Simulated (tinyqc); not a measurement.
# Capacitance measurement on a leaky thin oxide: effects of series resistance and leakage: readings against frequency

The device is a capacitance C in parallel with a leakage conductance G, in series with Rs and Ls. An impedance meter reports either a parallel pair (Cp, Gp) from Y = 1/Z = Gp + i w Cp or a series pair (Cs, Rm) from Z = Rm + 1/(i w Cs); w = 2 pi f, dissipation D = Gp/(w |Cp|).

EOT = 3.9 tox/eox; CET = EOT + zc + zp; C = 3.9 eps0 A/CET; G = Jg A/Vs. Z = Rs + i w Ls + 1/(G + i w C); CET read from Cp = 3.9 eps0 A/Cp; errors under 0.001 % are printed as 0.

Parameters, values chosen for the exercise; values of the order met in thin-oxide MOS capacitors: relative permittivity of the gate insulator (close to silicon dioxide) eox = 3.9; insulator thickness tox = 2.1 nm; gate area A = 100 um^2; oxide-equivalent thickness added by the accumulation layer zc = 0.32 nm; oxide-equivalent thickness added by gate depletion zp = 0 nm; gate leakage current density, not matched to the thickness Jg = 15 A/cm^2; voltage for an e-fold rise of the leakage Vs = 0.18 V; series resistance Rs = 350 ohm; series inductance Ls = 0 nH.

Constants: eps0 = 8.8541878128e-14 F/cm where lengths are in cm. Results are converted to the units shown.

The same in every row: C (pF) = 1.427.

Readings against frequency:
```
f (Hz),Cp (pF),Cs (pF),D,error of Cp (%),error of Cs (%),CET read from Cp (nm)
1000,1.347,1.233e8,9566,-5.59,8.64e9,2.563
3000,1.347,1.370e7,3189,-5.59,9.60e8,2.563
10000,1.347,1.233e6,956.6,-5.59,8.64e7,2.563
30000,1.347,1.370e5,318.9,-5.59,9.60e6,2.563
1e5,1.347,1.233e4,95.66,-5.59,8.64e5,2.563
3e5,1.347,1371,31.89,-5.59,9.60e4,2.563
1e6,1.347,124.7,9.569,-5.59,8640,2.563
3e6,1.347,15.12,3.198,-5.60,960,2.563
1e7,1.346,2.660,0.9880,-5.68,86.4,2.566
3e7,1.336,1.564,0.4130,-6.37,9.60,2.585
```

What does the table show?

D falls from 9570 to 0.413; without inductance its minimum lies at f = sqrt(G (1 + G Rs)/Rs)/(2 pi C) = 5.52e7 Hz. The error of Cp goes from -5.59 to -6.37 % and that of Cs from 8.64e9 to 9.60 %; at low frequency Cp tends to C/(1 + G Rs)^2 and Cs grows as 1 + (G/(w C))^2. Neither reading comes within 2 % of C in any row. For f = 1000, 3000, 10000, 30000, 1e5, 3e5, 1e6, 3e6 D exceeds 1, where the accuracy of real meters degrades in proportion to sqrt(1 + D^2).

Computed by the program tinyqc: `OMP_NUM_THREADS=1 python tinyqc.py 2022196 2022197 out.jsonl`, one thread of a shared Intel Xeon 2.30GHz, about 0.01 s for the whole run.
